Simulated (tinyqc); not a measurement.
# Stacked nanosheet transistor, parasitic resistance, capacitance and delay: several studies

Ns sheets share one contact on top; each has perimeter p = 2 (Ws + ts) and cross-section A = Ws ts; contact width Wc = Ws + 10 nm, stack height Hs = Ns pv. Sheet 1 is the top one. Contact length Lc = CPP - Lg - 2 Lsp, shared by two neighbouring gates. Source and drain sides are equal. The formulas are first-order estimates, not field solutions.

Parameters, values chosen for the exercise; values close to those of silicon logic devices:
```
symbol    value        unit                                   meaning
T           300           K                               temperature
Ns            3                                      number of sheets
Ws           15          nm                               sheet width
ts            5          nm                           sheet thickness
pv           18          nm              vertical pitch of the sheets
rv          185         ohm  vertical resistance between sheet levels
CPP          70          nm                      contacted gate pitch
Lg           18          nm                               gate length
Lsp           4          nm                             spacer length
ks            7                   relative permittivity of the spacer
Hc           15          nm       gate height above the channel stack
rc      7.1e-10    ohm cm^2                       contact resistivity
re      0.00068      ohm cm   resistivity of the source-drain epitaxy
te           25          nm     current-carrying depth of the epitaxy
rx       0.0016      ohm cm              resistivity of the extension
Lov         0.5          nm                              gate overlap
Cinv        3.3     uF/cm^2                     inversion capacitance
vx          1e7        cm/s                        injection velocity
mu          140  cm^2/(V s)                         apparent mobility
VT         0.24           V           threshold at zero drain voltage
dl        0.058         V/V                          barrier lowering
n          1.13                                   subthreshold factor
Cw         0.21          fF                                 wire load
Vdd         0.6           V                            supply voltage
```

Constants: q = 1.602176634e-19 C, kB = 1.380649e-23 J/K, eps0 = 8.8541878128e-12 F/m, Vt = kB T/q. Results are converted to the units shown.

Each table varies one quantity; the others keep the values above.

## Effect of the contacted gate pitch

Epitaxy sheet resistance Rsh = re/te, transfer length LT = sqrt(rc/Rsh), contact Rc = [sqrt(rc Rsh)/Wc] coth(Lc/(2 LT)); extension of one sheet Rx = rx Lsp/A. With N sheets: gate Cg = Cinv p N Lg; per side, plate Cp = ks eps0 [Wc (Hs + Hc) - N A]/Lsp, top fringe Cf = (2/pi) ks eps0 Wc ln(1 + Lg/(2 Lsp)), overlap Co = Cinv p N Lov. One sheet: I = p Q vx u/(1 + |u|^1.8)^(1/1.8), Q = Cinv n Vt ln(1 + exp((Vg' - VT + dl Vd')/(n Vt))), u = Vd' mu/(vx Lg), Vg' = Vgs - v, Vd' = Vds - 2 v, with the drop on each side v_j = Rc sum I + rv (sum over levels k = 2..j of the current of sheets k..Ns) + Rx I_j. Ieff = [I(Vgs = Vdd, Vds = Vdd/2) + I(Vdd/2, Vdd)]/2, total currents. With Cs = Cp + Cf + Co, the load of an inverter of two such devices driving an equal one is CL = 2 (Cg + 2 Cs) + 4 Cs + Cw (own drains counted twice for the Miller effect); delay CL Vdd/(2 Ieff).

The same in every row: Rx/N (ohm) = 284.4; CL (aF) = 563.6.

Effect of the contacted gate pitch:

| CPP (nm) | Rc (ohm) | Ieff (uA) | delay (ps) |
|---|---|---|---|
| 36 | 586.0 | 53.95 | 3.134 |
| 42 | 383.5 | 58.86 | 2.873 |
| 48 | 296.9 | 61.19 | 2.764 |
| 54 | 251.3 | 62.47 | 2.707 |
| 60 | 224.6 | 63.23 | 2.674 |
| 66 | 208.1 | 63.72 | 2.654 |
| 72 | 197.4 | 64.03 | 2.641 |
| 78 | 190.4 | 64.24 | 2.632 |

As CPP goes from 36 to 78 nm, Ieff rises from 53.9 to 64.2 uA, CL stays at 564 aF and the delay falls from 3.13 to 2.63 ps. Only the contact length changes, so the capacitance stays and the pitch acts through Rc.

## Effect of the supply voltage

Same model as above.

The same in every row: Rc (ohm) = 200.5; Rx/N (ohm) = 284.4; CL (aF) = 563.6.

Result of one run:

| Vdd (V) | Ieff (uA) | delay (ps) |
|---|---|---|
| 0.75 | 98.91 | 2.137 |

What becomes of these results when the supply voltage Vdd is changed from 0.75 to 0.65 V, all else the same?

Result of the changed run:

| Vdd (V) | Ieff (uA) | delay (ps) |
|---|---|---|
| 0.65 | 75.43 | 2.429 |

The whole series:

| Vdd (V) | Ieff (uA) | delay (ps) |
|---|---|---|
| 0.45 | 32.09 | 3.951 |
| 0.55 | 52.75 | 2.939 |
| 0.65 | 75.43 | 2.429 |
| 0.75 | 98.91 | 2.137 |
| 0.85 | 122.8 | 1.951 |
| 0.95 | 146.8 | 1.823 |

As Vdd goes from 0.45 to 0.95 V, Ieff rises from 32.1 to 147 uA, CL stays at 564 aF and the delay falls from 3.95 to 1.82 ps.

## Effect of the vertical resistance between sheet levels

Same model as above.

The same in every row: Rc (ohm) = 200.5; Rx/N (ohm) = 284.4; CL (aF) = 563.6.

Result of one run:

| rv (ohm) | Ieff (uA) | delay (ps) |
|---|---|---|
| 800 | 55.91 | 3.025 |

What becomes of these results when the vertical resistance between sheet levels rv is changed from 800 to 50 ohm, all else the same?

Result of the changed run:

| rv (ohm) | Ieff (uA) | delay (ps) |
|---|---|---|
| 50 | 66.15 | 2.556 |

The whole series:

| rv (ohm) | Ieff (uA) | delay (ps) |
|---|---|---|
| 0 | 67.02 | 2.523 |
| 50 | 66.15 | 2.556 |
| 100 | 65.31 | 2.589 |
| 200 | 63.71 | 2.654 |
| 400 | 60.78 | 2.782 |
| 800 | 55.91 | 3.025 |

As rv goes from 0 to 800 ohm, Ieff falls from 67.0 to 55.9 uA, CL stays at 564 aF and the delay rises from 2.52 to 3.02 ps.

Program tinyqc, `OMP_NUM_THREADS=1 python tinyqc.py 2170057 2170058 out.jsonl`; Intel Xeon 2.30GHz, shared host, one thread, about 0.07 s.
